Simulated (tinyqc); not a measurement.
Inversion-layer mobility, back-scattering and ballistic limit of a field-effect transistor: one step, computed by the program tinyqc.

The charge at the top of the source barrier is fixed by the gate; series resistance and short-channel effects are left out. F_j are Fermi integrals normalised to exp(eta) in the classical limit.

Task: Effective mobility. mu_phonon = mu_ph (E_eff/1 MV/cm)^(-0.3) (T/300 K)^(-1.75); mu_rough = mu_sr (E_eff/1 MV/cm)^(-2); mu_Coulomb = mu_C (N_inv/1e12 cm^-2) (T/300 K); Matthiessen's rule adds 1/mu.

Inputs (values chosen for the exercise, modelled on a 4H-SiC n-channel):

| quantity | value | unit |
|---|---|---|
| phonon mobility at 1 MV/cm and 300 K, mu_ph | 96 | cm^2/(V s) |
| roughness mobility at 1 MV/cm, mu_sr | 55 | cm^2/(V s) |
| Coulomb mobility at N_inv = 1e12/cm^2, mu_C | 19 | cm^2/(V s) |
| temperature T | 300 | K |

Statistics at the top of the barrier: Fermi-Dirac.

inversion density N_inv = 9.647427e+12 1/cm^2

effective field E_eff = 0.9819337 MV/cm

Give: phonon part; roughness part; Coulomb part; effective mobility mu.

Result:

phonon part = 96.527 cm^2/(V s)

roughness part = 57.042 cm^2/(V s)

Coulomb part = 183.30 cm^2/(V s)

effective mobility mu = 29.988 cm^2/(V s)

The roughness part is the lowest and holds 53 % of 1/mu.
